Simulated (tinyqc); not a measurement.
# Modulation-doped quantum well, Poisson-Schroedinger loop with local exchange and correlation: mixing schemes compared

A well of width L centred at z = 0 between barriers Vb; effective-mass electrons in two equivalent valleys, parabolic bands. The electrons come from donor sheets outside the mesh, a share fL of Ns on the left and the rest on the right, so the structure is neutral. Energies are counted from the band edge of the well, with U = 0 on the first node in the Hartree part.

V0 = 0 in the well and Vb outside, plus q Fz z (1 kV/cm = 1e-4 eV/nm).

Tridiagonal Hamiltonian with psi = 0 one step beyond both ends: H_ii = C (1/m_(i-1/2) + 1/m_(i+1/2))/hz^2 + V0_i + U_i, H_(i,i+1) = -C/(m_(i+1/2) hz^2), C = hbar^2/(2 m0). The lowest 3 level(s) are kept, normalised to hz sum |psi|^2 = 1.

Level k holds N_k = D_k Vt ln(1 + exp((EF - E_k)/Vt)) with D = 2 md m0 q/(pi hbar^2) per eV (spin included); EF is fixed by sum N_k = Ns.

n_i = sum_k N_k |psi_k|^2 (converted to cm^-3). Hartree part by Gauss: on the interval after node i the enclosed sheet charge is S_i = fL Ns - hz sum_(j<=i) n_j, and U_(i+1) = U_i + q S_i hz/(eps0 eps_r) in eV, U_1 = 0. Added to it: V_xc = -(2 Ry/(pi al rs)) [1 + 0.7734 (rs/21) ln(1 + 21/rs)] (Hedin-Lundqvist), al = (4/(9 pi))^(1/3), rs = (3/(4 pi n))^(1/3)/aB, aB = 4 pi eps0 eps_r hbar^2/(md m0 q^2), Ry = q/(8 pi eps0 eps_r aB) in eV. Mixing: U(new) = U + a (U(out) - U).

Rounds from U = 0 until the largest |U(out) - U| is below 1e-7 eV (the round that meets it is counted). Anderson mixing of depth m keeps the last m inputs V and residuals F = V(out) - V(in), fits c by least squares to F = dF c over their successive differences dF, dV, and sets V(new) = V + a F - (dV + a dF) c.

Inputs (values chosen for the exercise); material values those of a made-up well: temperature T = 150 K; in-plane mass md = 0.209 m0; barrier height Vb = 0.204 eV; relative permittivity (all layers) eps_r = 12; well width L = 7.7 nm; mesh step hz = 0.7 nm; sheet density of electrons Ns = 7.5e11 cm^-2; share of the donors on the left side fL = 0.7; applied field along z Fz = 0 kV/cm.

Constants: q = 1.602176634e-19 C, kB = 1.380649e-23 J/K, hbar = 1.054571817e-34 J s, m0 = 9.1093837015e-31 kg, Vt = kB T/q, eps0 = 8.8541878128e-14 F/cm where lengths are in cm, hbar^2/(2 m0) = 0.0380998212 eV nm^2. Results are converted to the units shown.

| node | z (nm) |
|---|---|
| 1 | -5.6 |
| 2 | -4.9 |
| 3 | -4.2 |
| 4 | -3.5 |
| 5 | -2.8 |
| 6 | -2.1 |
| 7 | -1.4 |
| 8 | -0.7 |
| 9 | 0 |
| 10 | 0.7 |
| 11 | 1.4 |
| 12 | 2.1 |
| 13 | 2.8 |
| 14 | 3.5 |
| 15 | 4.2 |
| 16 | 4.9 |
| 17 | 5.6 |

mass on the intervals 1/2, 3/2, ... (mean of both at an interface) (m0): [0.999, 0.999, 0.999, 0.9915, 0.984, 0.984, 0.984, 0.984, 0.984, 0.984, 0.984, 0.984, 0.984, 0.984, 0.9915, 0.999, 0.999, 0.999]

Rounds needed:

| a | depth m | rounds |
|---|---|---|
| 1 | plain | 10 |
| 0.8 | plain | 10 |
| 0.6 | plain | 15 |
| 0.4 | plain | 25 |
| 0.2 | plain | 55 |
| 0.1 | plain | 112 |
| 0.5 | 2 | 12 |
| 0.5 | 4 | 8 |
| 0.5 | 8 | 7 |

What does the table show?

Among the plain runs a = 1 is fastest, with 10 rounds: the response of the charge is weak enough that no damping is needed. Anderson mixing needs 7 to 12 rounds.

Numbers from tinyqc (`OMP_NUM_THREADS=1 python tinyqc.py 2140149 2140150 out.jsonl`; about 0.3 s on one thread of a shared Intel Xeon 2.30GHz).
